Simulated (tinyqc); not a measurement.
# MOS structure on a p-type body with a surface-enhanced doping, non-linear Poisson equation by Newton steps: starts and damping rules compared

One dimension, insulator interface at x = 0, acceptor density Na + N0 exp(-x/Ls), net doping C = -(acceptor density). psi is counted from the intrinsic level: n = ni exp((psi - Vb)/Vt), p = ni exp(-psi/Vt); deep in the body psi_b = -Vt ln(Na/ni). The gate acts through Cox = eps0 eox/tox and has the potential psi_G = Vg - (phiM - chi - Vt ln(Nc/ni)). Boltzmann statistics, full ionisation, classical densities, no oxide or interface charge. Acceptors in real wide-gap material are deep and only partly ionised in the neutral body.

a_i = eps0 eps_r/h_i for the interval from node i to i + 1, with h_i = x_(i+1) - x_i in cm.

n_i = ni exp((psi_i - Vb)/Vt), p_i = ni exp(-psi_i/Vt), rho_i = p_i - n_i + C_i, g_i = (n_i + p_i)/Vt. Box widths w_i = (h_(i-1) + h_i)/2 in cm. Residual F_i = a_i (psi_(i+1) - psi_i) - a_(i-1) (psi_i - psi_(i-1)) + q rho_i w_i; Jacobian: a_(i-1) and a_i beside the diagonal, b_i = -a_(i-1) - a_i - q g_i w_i on it. Node 0 is free: w_0 = h_0/2, F_0 = a_0 (psi_1 - psi_0) + Cox (psi_G - psi_0) + q rho_0 w_0, b_0 = -a_0 - Cox - q g_0 w_0, with Cox = eps0 eox/tox, psi_G = Vg - (phiM - chi - Vt ln(Nc/ni)). The last node is fixed.

Iterations until the largest undamped |d| is below 1e-9 V (the last, tiny step is counted), with a cap of 100; "overflow" would mean that an exponential left the range of double precision. Starts:
- neutral: -Vt ln(-C_i/ni) on every node but the last, which holds psi_b.
- parabola: psi_b + U (1 - x/W)^2 for x < W and psi_b beyond, with U = Vb - 2 psi_b and W = sqrt(2 eps0 eps_r U/(q Na)).
- linear: A straight line in x from psi_G at node 0 to psi_b at the last node.

Rules for the step d, which solves the tridiagonal system a_(i-1) d_(i-1) + b_i d_i + a_i d_(i+1) = -F_i:
- full Newton steps: the full step is added.
- logarithmic damping: each component d is damped to sign(d) Vt ln(1 + |d|/Vt) before it is added.
- steps capped at 4 Vt: if the largest |d| exceeds 4 Vt, the whole step is scaled down so that it equals 4 Vt.
- halved steps: half of the step is added while the largest |d| exceeds 1.5 Vt, the full step after that.

Parameters, values chosen for the exercise; band and dielectric values close to those of 4H silicon carbide: temperature T = 250 K; band gap Eg = 3.3 eV; relative permittivity eps_r = 9.69; conduction-band density of states at T Nc = 1.31e19 cm^-3; valence-band density of states at T Nv = 1.92e19 cm^-3; electron affinity chi = 3.55 eV; acceptor density deep in the body Na = 6.4e16 cm^-3; relative permittivity of the gate insulator (close to silicon dioxide) eox = 3.9; insulator thickness tox = 6.3 nm; gate work function phiM = 3.62 eV; electron quasi-Fermi potential against the body Vb = 1.2 V; extra acceptor density at the surface N0 = 2.4e17 cm^-3; decay length Ls = 88 nm; gate voltage against the body Vg = 1.82 V.

Constants: q = 1.602176634e-19 C, kB = 1.380649e-23 J/K, Vt = kB T/q, eps0 = 8.8541878128e-14 F/cm where lengths are in cm. Results are converted to the units shown.

```
node,x (nm),net doping C (cm^-3)
0,0,-3.04e17
1,0.5,-3.02640e17
2,1.4,-3.00212e17
3,3.03,-2.95877e17
4,5.96,-2.88284e17
5,11.2,-2.75318e17
6,20.8,-2.53478e17
7,38,-2.19839e17
8,69,-1.73568e17
9,125,-1.21985e17
10,226,-8.24020e16
11,407,-6.63529e16
12,735,-6.40566e16
13,1330,-6.40001e16
```

ni = 8.66463e-15 cm^-3

Iterations needed:
```
,full Newton steps,logarithmic damping,steps capped at 4 Vt,halved steps
neutral,11,52,51,16
parabola,60,23,18,32
linear,overflow,71,over 100,over 100
```

What do the numbers show?

The fewest iterations, 11, are needed by full Newton steps from the neutral start. No result within 100 iterations: full Newton steps from the linear start; steps capped at 4 Vt from the linear start; halved steps from the linear start. Lowest count for the worst start: logarithmic damping, at most 71 iterations.

Numbers from tinyqc (`OMP_NUM_THREADS=1 python tinyqc.py 2080065 2080066 out.jsonl`; about 0.7 s on one thread of a shared Intel Xeon 2.30GHz).
